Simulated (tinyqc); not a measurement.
Worked calculation: tight binding, dimerised chain. One step of it, computed by the program tinyqc.

Problem. Levels at X. Diagonalise the Hermitian matrix.

H(k) at X (eV), order A, B:
$$\begin{pmatrix}
0.000000 & -0.850000 \\
-0.850000 & 0.000000
\end{pmatrix}$$

Give: eigenvalues; weights |c|^2 of the basis functions.

Solution.

eigenvalues (eV): [-0.850, 0.850]

weights |c|^2 of the basis functions, order A, B:
$$\begin{pmatrix}
0.500 & 0.500 \\
0.500 & 0.500
\end{pmatrix}$$
